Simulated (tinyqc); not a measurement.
MOSFET in the linear regime without short-channel effects, parameter extraction from computed curves: one step of the calculation.

Inversion charge Q = Cox n Vt W0(exp((Vg - VT)/(n Vt))), W0 the Lambert function and n = nf; u = Q/Cox; mobility mu = mu0/(1 + th1 u + th2 u^2); channel resistance Rch = (L - dL)/(W mu Q); Id = Vd/(Rch + Rsd/W). Cox = eps0 eox/tox. Small Vd, no channel-length or drain effects.

Problem. Transfer curve. u, mu, Rch and Id as defined.

Inputs (values chosen for the exercise); channel values of the order met in silicon transistors:
```
symbol,value,unit,meaning
T,300,K,temperature
eox,3.9,,relative permittivity of the gate insulator (close to silicon dioxide)
tox,2.6,nm,insulator thickness
mu0,160,cm^2/(V s),low-field mobility
th1,0.05,1/V,first mobility attenuation factor
th2,0,1/V^2,second mobility attenuation factor
VT,0.61,V,threshold voltage
nf,1.17,,body factor
W,10,um,gate width
L,0.76,um,drawn gate length
dL,0.01,um,drawn less effective length
Rsd,120,ohm um,source plus drain resistance
Vd,0.05,V,drain voltage
```

Constants: q = 1.602176634e-19 C, kB = 1.380649e-23 J/K, Vt = kB T/q, eps0 = 8.8541878128e-14 F/cm where lengths are in cm. Results are converted to the units shown.

| point | Vg (V) |
|---|---|
| 0 | 0.37 |
| 1 | 0.49 |
| 2 | 0.61 |
| 3 | 0.73 |
| 4 | 0.85 |
| 5 | 0.97 |
| 6 | 1.09 |
| 7 | 1.21 |
| 8 | 1.33 |

Find: u; mu; Rch; Id.

Solution.

| point | u (V) | mu (cm^2/(V s)) | Rch (ohm) | Id (uA) |
|---|---|---|---|---|
| 0 | 1.083e-5 | 160.0 | 3.260e7 | 0.001534 |
| 1 | 5.618e-4 | 160.0 | 6.282e5 | 0.07959 |
| 2 | 0.01715 | 159.9 | 2.059e4 | 2.427 |
| 3 | 0.08778 | 159.3 | 4039 | 12.34 |
| 4 | 0.1852 | 158.5 | 1923 | 25.83 |
| 5 | 0.2915 | 157.7 | 1229 | 40.31 |
| 6 | 0.4018 | 156.8 | 896.1 | 55.06 |
| 7 | 0.5143 | 156.0 | 703.9 | 69.84 |
| 8 | 0.6282 | 155.1 | 579.4 | 84.54 |

tinyqc, about 0.01 s, one thread, Intel Xeon 2.30GHz (shared host): `OMP_NUM_THREADS=1 python tinyqc.py 2210047 2210048 out.jsonl`
